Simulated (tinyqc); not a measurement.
On-chip power grid, static voltage drop by conjugate gradients: one step of the calculation.

A grid of 3 rows and 3 columns, node k = 3 row + column. Neighbours in a row are joined by Rx, in a column by Ry; pad nodes, which reach the supply through Rp: 0, 6. Each node draws I0, node 4 draws kh I0. The drops u = Vdd - V solve G u = i, with G the conductance matrix (1/Rp added on the diagonal at pad nodes).

Problem. Worst drop, pad currents and power lost. Pad current u/Rp; worst drop as a share of Vdd; power lost in the grid and pads sum_k i_k u_k; power delivered sum_k i_k (Vdd - u_k).

Parameters, values chosen for the exercise:
```
symbol,value,unit,meaning
Vdd,1,V,supply voltage
Rp,0.19,ohm,resistance from a pad node to the supply
I0,1.5,mA,load current of an ordinary node
kh,3,,factor on the load at the hot node
```

converged u (mV):
```
           col 0      col 1      col 2
row 0  1.5675000  2.4256105  2.8219099
row 1  3.4400204  3.7637995  3.7362005
row 2  1.5675000  2.4256105  2.8219099
```

Find: worst drop; share of Vdd; pad currents; power lost; power delivered.

Solution.

worst drop = 3.764 mV
share of Vdd = 0.3764 %
pad currents (mA): node 0 8.250, node 6 8.250
power lost = 0.04815 mW
power delivered = 16.45 mW

The pad currents add up to the total load, 16.50 mA. The worst drop is at node 4; the hot node is 4.

tinyqc, about 0.1 s, one thread, Intel Xeon 2.30GHz (shared host): `OMP_NUM_THREADS=1 python tinyqc.py 2770211 2770212 out.jsonl`
